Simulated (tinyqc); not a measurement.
Coverage against grain size: equilibrium and kinetic segregation of a solute to boundaries and growing surfaces. Computed by tinyqc, a small Python program. Command: `OMP_NUM_THREADS=1 python tinyqc.py 3011122 3011123 out.jsonl segreg walk`. One thread of a shared host (Intel(R) Xeon(R) Processor @ 2.30GHz), about 0.01 s of CPU time with the checks.

Inputs (values chosen for the exercise, modelled on phosphorus in polycrystalline silicon):

| quantity | value | unit |
|---|---|---|
| segregation energy Q | 0.45 | eV |
| interaction z w (positive attracts) | 0.19 | eV |
| total solute fraction x0 | 0.00018 | - |
| temperature T | 1125 | K |
| boundary thickness delta | 0.38 | nm |

Isotherm: Fowler-Guggenheim.

Constants: k_B = 8.617333262e-05 eV/K.

Method. With theta the solute fraction on boundary sites and x that in the grains, theta/(1 - theta) = [x/(1 - x)] exp[(Q + z w theta)/(k_B T)]. Finite grains: boundary sites are the fraction f = 3 delta/d, and x0 = (1 - f) x + f theta; solve both equations for theta; share at boundaries = f theta/x0.

At T:

| d (nm) | theta | x in the grains | share at boundaries (%) |
|---|---|---|---|
| 15 | 0.002120 | 2.0399e-05 | 89.528 |
| 30 | 0.003810 | 3.6598e-05 | 80.441 |
| 60 | 0.006338 | 6.0729e-05 | 66.903 |
| 120 | 0.009493 | 9.0679e-05 | 50.101 |
| 250 | 0.012822 | 1.2209e-04 | 32.482 |
| 500 | 0.015309 | 1.4543e-04 | 19.392 |
| 1000 | 0.016959 | 1.6085e-04 | 10.741 |
| 5000 | 0.018565 | 1.7581e-04 | 2.352 |

What does the comparison show, and why?

From the largest grains to the smallest the share at boundaries rises from 2.4 to 90 %, and x/x0 falls to 0.11. In the dilute limit x/x0 = 1/(1 - f + f exp(Q/(k_B T))), which gives 0.11 at 15 nm.

Extremes, crossings and ranges named in words are read from the listed rows.
